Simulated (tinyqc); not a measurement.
# Absorption edge of a degenerate semiconductor, band filling against gap narrowing: what changes with what

n-type, parabolic bands, full ionisation. eta = (EF - Ec)/kB T solves N = Nc F12(eta), F12(x) = (2/sqrt(pi)) int_0^infinity sqrt(u)/(1 + exp(u - x)) du. The gap shrinks rigidly by dEg = a3 y^(1/3) + a4 y^(1/4) + a2 y^(1/2), y = N/1e18 cm^-3, an empirical law that is here taken as the true narrowing.

Inputs (values chosen for the exercise); band and dielectric values close to those of indium phosphide: temperature T = 300 K; band gap Eg = 1.34 eV; conduction-band density of states at 300 K, from me Nc = 5.52e17 cm^-3; electron mass me = 0.0785 m0; hole mass mh = 0.609 m0; coefficient of (N/1e18)^(1/3) a3 = 16.2 meV; coefficient of (N/1e18)^(1/4) a4 = 8.8 meV; coefficient of (N/1e18)^(1/2) a2 = 1.7 meV.

Constants: q = 1.602176634e-19 C, kB = 1.380649e-23 J/K, Vt = kB T/q. Results are converted to the units shown.

Each table varies one quantity; the others keep the values above.

## The optical edge against doping

Vertical transitions need an empty final state: the edge is taken where the state lies 4 kB T below EF, E_opt = Eg - dEg + (1 + me/mh) max(eta - 4, 0) kB T; wavelength h c/(q E_opt).

Results:
```
N (cm^-3),eta,dEg (meV),filling shift (meV),E_opt (eV)
1.5e17,-1.207,14.74,0,1.325
4.8e17,0.1640,21.19,0,1.319
8.5e17,0.9649,25.36,0,1.315
1.5e18,1.927,30.37,0,1.310
2.7e18,3.213,36.63,0,1.303
4.7e18,4.866,43.78,25.26,1.321
8.4e18,7.310,52.84,96.60,1.384
1.5e19,10.85,63.86,200.0,1.476
2.7e19,16.12,77.49,353.7,1.616
4.7e19,23.36,93.16,565.1,1.812
```

Estimate the missing row, N = 2.7e17 cm^-3.

Computed row:
```
N (cm^-3),eta,dEg (meV),filling shift (meV),E_opt (eV)
2.7e17,-0.5434,17.70,0,1.322
```

With this row back in the table: E_opt goes from 1.33 through a minimum of 1.30 (at N = 2.7e18 cm^-3 among the rows listed) to 1.81 eV, against Eg = 1.34 eV; the filling shift is 0 while eta is below 4. At the end narrowing grows as N^(0.33) and EF - Ec as N^(0.67). Filling therefore wins at high density. For N = 1.5e19, 2.7e19, 4.7e19 EF lies more than 0.2 eV in the band, where non-parabolicity lowers it markedly.

## Approximations to the Fermi level

With u = N/Nc: Boltzmann ln u; Joyce-Dixon ln u + 0.353553 u - 4.95009e-3 u^2 + 1.48386e-4 u^3 - 4.42563e-6 u^4; degenerate limit (3 sqrt(pi) u/4)^(2/3). The Einstein ratio is D/(mu Vt) = F12/Fm, Fm(x) = dF12/dx = (1/sqrt(pi)) int_0^infinity u^(-1/2)/(1 + exp(u - x)) du.

Approximations to the Fermi level:
```
N (cm^-3),N/Nc,eta,Boltzmann,Joyce-Dixon,degenerate,D/(mu Vt)
2.4e16,0.04348,-3.120,-3.135,-3.120,0.1495,1.015
5.1e16,0.09239,-2.349,-2.382,-2.349,0.2471,1.033
1.1e17,0.1993,-1.543,-1.613,-1.543,0.4125,1.070
2.2e17,0.3986,-0.7798,-0.9199,-0.7798,0.6548,1.139
4.7e17,0.8514,0.1367,-0.1608,0.1367,1.086,1.294
9.8e17,1.775,1.187,0.5740,1.187,1.773,1.599
2e18,3.623,2.510,1.287,2.510,2.852,2.169
4.3e18,7.790,4.563,2.053,4.560,4.751,3.312
8.9e18,16.12,7.606,2.780,7.517,7.716,5.222
1.9e19,34.42,12.73,3.539,9.682,12.79,8.573
```

Boltzmann is within 0.1 of eta up to N/Nc = 0.20, Joyce-Dixon within 0.01 up to 7.8, and the degenerate limit is off by 0.065 in the last row. The Einstein ratio rises from 1.02 to 8.57: degenerate carriers diffuse faster for the same mobility.

Range of the model: Band tails, non-parabolic bands and incomplete ionisation are left out.

Program tinyqc, `OMP_NUM_THREADS=1 python tinyqc.py 2330142 2330143 out.jsonl`; Intel Xeon 2.30GHz, shared host, one thread, about 0.01 s.
